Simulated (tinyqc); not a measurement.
# Activation field and prefactor from two times

Question. Merz's law: tau = t0 exp(Ea d/V). Find Ea and t0.

Values chosen for this exercise:
- d = 50 nm (film thickness)

tau at V = 8.2 and 11 V (ns): 85.196315  18.904783

Solution. ln(tau) is linear in 1/V with slope Ea d.

Ea = 9.70e3 kV/cm
t0 = 0.230 ns

Computed by the program tinyqc: `OMP_NUM_THREADS=1 python tinyqc.py 2860052 2860053 out.jsonl`, one thread of a shared Intel Xeon 2.30GHz, about 0.01 s for the whole run.
